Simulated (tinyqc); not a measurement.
## Bulk transistor, scale length and short-channel effects: effect of the channel length

A gate, an insulator of thickness ti and a depleted layer of depth ts on a conducting body. Below threshold the potential that source and drain add obeys Laplace's equation and vanishes on the gate and at the bottom of the depleted layer. Its lowest mode decays along the channel as exp(-k y); k is the smallest positive root of the matching condition at the interface, and the scale length is Lambda = pi/k.

k is the smallest positive root of f(k) = eps_r sin(k ti) cos(k ts) + ei cos(k ti) sin(k ts). Along the channel psi(y) = s + a exp(y/l) + b exp(-y/l) with psi(0) = Vbi, psi(L) = Vbi + Vds and l = 1/k = Lambda/pi; with A = Vbi - s, B = A + Vds, x = exp(-L/l): a = (B - A x) x/(1 - x^2), b = (A - B x)/(1 - x^2). The minimum is s + 2 sqrt(a b), at y = (l/2) ln(b/a). The long-channel potential follows the gate as s = sT + (Vg - VTL)/m, and the threshold VT is the gate voltage at which the minimum equals sT. Swing = m Vt ln 10/g at threshold, g = d(minimum)/ds = 1 - (b x + a)/((1 + x) sqrt(a b)). DIBL = [VT(0.05 V) - VT(Vds)]/(Vds - 0.05 V). sT and Vbi are held fixed; m = 1 + eps_r ti/(ei ts) in each row.

Inputs (values chosen for the exercise); permittivities: semiconductor close to that of In0.53Ga0.47As, insulator close to that of silicon dioxide:

| symbol | value | unit | meaning |
|---|---|---|---|
| T | 300 | K | temperature |
| eps_r | 13.8 |  | relative permittivity of the semiconductor |
| ei | 3.76 |  | relative permittivity of the insulator |
| ti | 1.5 | nm | insulator thickness |
| ts | 24 | nm | depletion depth |
| Vbi | 1 | V | potential of the source |
| sT | 0.59 | V | potential of the barrier top at threshold |
| Vds | 0.8 | V | drain voltage |

Constants: q = 1.602176634e-19 C, kB = 1.380649e-23 J/K, Vt = kB T/q. Results are converted to the units shown.

The same in every row: Lambda (nm) = 29.00.

Effect of the channel length:
```
L (nm),L/Lambda,VT - VTL at Vds = 0.05 V (mV),VT - VTL at Vds (mV),DIBL (mV/V),swing (mV/decade)
32,1.103,-278.5,-468.8,253.7,115.6
38,1.310,-179.2,-299.3,160.1,100.7
45,1.552,-112.1,-185.7,98.23,90.50
54,1.862,-64.00,-105.3,55.05,83.14
65,2.241,-33.54,-54.85,28.41,78.43
77,2.655,-17.01,-27.71,14.27,75.85
92,3.172,-7.418,-12.06,6.183,74.35
110,3.793,-2.774,-4.503,2.305,73.62
130,4.483,-0.9358,-1.518,0.7764,73.33
```

What does the table show?

From L = 32 to 130 nm, DIBL falls from 254 to 0.776 mV/V and the swing falls from 116 to 73.3 mV a decade (long-channel value 73.2). Between the last two rows the threshold shift at Vds decays with a length of 18.4 nm, against 2 Lambda/pi = 18.5 nm for a shift that goes as exp(-pi L/(2 Lambda)). DIBL first drops below 100 mV/V at L = 45 nm among the rows, L/Lambda = 1.6. For L = 32 to 38 nm L is under 1.5 Lambda, where higher modes, left out of the one-mode potential, count.

Computed by the program tinyqc: `OMP_NUM_THREADS=1 python tinyqc.py 2420040 2420041 out.jsonl`, one thread of a shared Intel Xeon 2.30GHz, about 0.01 s for the whole run.
